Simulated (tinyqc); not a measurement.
Anisotropic wet etching of Si(100): plane rates, V-grooves, membranes and undercut: one step, computed by the program tinyqc.

A long slot opens the mask on a (100) wafer. The floor etches at R100; (111) walls stand at theta = arctan(sqrt2) = 54.7356 degrees to the surface and recede at R111 along their normal.

Task: Designing a membrane from the back side. Etch depth d - membrane, time = depth/R100; for a membrane as wide as w the opening must be w + sqrt2 depth - 2 u time; oxide mask consumed R_ox x time; a 1 K error changes the depth by the fraction E/(k_B T^2); a convex mask corner, such as that of a mesa, would retreat by c x depth.

Inputs (values chosen for the exercise, close to those used for tetramethylammonium hydroxide solutions):
```
quantity                                                                  value  unit
activation energy of (100), E                                             0.622    eV
corner undercut rate over (100) rate, c                                     1.7     -
bath temperature T                                                           85     C
width w (mask opening along <110>, or membrane width in the design step)    5.9    um
wafer thickness d                                                           525    um
membrane thickness wanted                                                    13    um
```

R100 = 0.7424273 um/min

lateral rate u = 0.05808089 um/min

R_ox = 1.527859e-04 um/min

Constants: k_B = 8.617333262e-05 eV/K.

Give: time to reach the membrane; opening needed; oxide consumed; depth error per kelvin; retreat of a convex corner.

Result:

time to reach the membrane = 689.63 min

opening needed = 649.87 um

oxide consumed = 105.37 nm

depth error per kelvin = 28.811 um

retreat of a convex corner = 870.4 um

The error per kelvin is 222 % of the membrane, so a timed etch cannot hold it and an etch stop is needed. A corner retreat larger than the depth shows why mesas need compensation structures. Caution: the remaining silicon is too narrow for its thickness to act as a membrane. Caution: rates also depend on concentration, doping, additives and stirring, all held fixed here.
